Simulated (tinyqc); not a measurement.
Magnetisation curve: two coupled magnetic layers: synthetic antiferromagnet, spin flop, exchange bias and magnetoresistance. Computed by tinyqc, a small Python program. Command: `OMP_NUM_THREADS=1 python tinyqc.py 3025553 3025554 out.jsonl saf walk`. One thread of a shared host (Intel(R) Xeon(R) Processor @ 2.30GHz), about 0.3 s of CPU time with the checks.

Moments lie in the plane at the angles p1, p2 from the field. Energy per area: E = J1 cos(p1 - p2) + J2 cos^2(p1 - p2) - B M_s (t1 cos p1 + t2 cos p2) + K (t1 sin^2 p1 + t2 sin^2 p2).

Inputs (values chosen for the exercise, for a model stack):
```
quantity                         value    unit
saturation magnetisation M_s       915    kA/m
thickness t1                       1.7      nm
thickness t2                       1.7      nm
antiferromagnetic coupling J1    0.056  mJ/m^2
biquadratic coupling J2              0  mJ/m^2
in-plane anisotropy K             0.55  kJ/m^3
field over the saturation field   0.79       -
```

Field direction: along the easy axis.

Method. The parallel state is stable while the Hessian at p1 = p2 = 0 is positive: with c = J1 + 2 J2 and u = B M_s + 2K, (u t1 - c)(u t2 - c) > c^2, so B_sat M_s = c (1/t1 + 1/t2) - 2K. B_K = 2K/M_s. The lowest minimum of E over both angles (from five starts; of two mirror images the one with p1 >= 0, and for equal layers |p1| <= |p2|).

saturation field B_sat = 70.8004 mT

Equilibrium states:
```
B/B_sat  B (mT)  p1 (degrees)  p2 (degrees)  m/m_sat
0.02      1.416         0.000       -180.00   0.0000
0.06      4.248         0.000       -180.00   0.0000
0.12      8.496         0.000       -180.00   0.0000
0.20     14.160        78.463        -78.46   0.2000
0.30     21.240        72.542        -72.54   0.3000
0.45     31.860        63.256        -63.26   0.4500
0.60     42.480        53.130        -53.13   0.6000
0.80     56.640        36.870        -36.87   0.8000
0.95     67.260        18.195        -18.19   0.9500
1.10     77.880         0.000          0.00   1.0000
```

The collinear state is the lowest in 3 row(s), with m/m_sat = (t1 - t2)/(t1 + t2) = 0.000; then the moments are canted and close at B_sat. The largest gap between m/m_sat and B/B_sat in the canted rows is 0.000.

Extremes, crossings and ranges named in words are read from the listed rows.
